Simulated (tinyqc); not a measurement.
From results back to parameters: three-band (Emery) model of a CuO2 plane downfolded to one band. Three cases, with inputs chosen for the exercise.

Problem. With d at 0, oxygen p at -D, hoppings tpd and tpp and k in pi/a: at (1,0) the bonding and antibonding levels are the roots of E (E + D) = 4 tpd^2, and at (1,1) the top level solves E (E + D - 4 tpp) = 8 tpd^2. The levels below come from hidden parameters.

Case 1.

levels at (1,0) (eV): bonding -3.78000, antibonding 1.68000

top level at (1,1) = 3.99732 eV

Case 2.

levels at (1,0) (eV): bonding -3.26456, antibonding 1.56456

top level at (1,1) = 3.34964 eV

Case 3.

levels at (1,0) (eV): bonding -4.30028, antibonding 1.50028

top level at (1,1) = 3.43566 eV

Find: D, tpd, tpp.

Solution. The sum of the roots is -D and their product -4 tpd^2; then tpp = (E + D - 8 tpd^2/E)/4.

Case 1.

D, tpd, tpp (eV): 2.10  1.26  0.73

Case 2.

D, tpd, tpp (eV): 1.70  1.13  0.50

Case 3.

D, tpd, tpp (eV): 2.80  1.27  0.62

Computed by tinyqc, one run a case: `OMP_NUM_THREADS=1 python tinyqc.py N N+1 out.jsonl` with N = 1480865, 1480991, 1481016; one thread of a shared Intel(R) Xeon(R) Processor @ 2.30GHz, about 0.06 s a run at most.
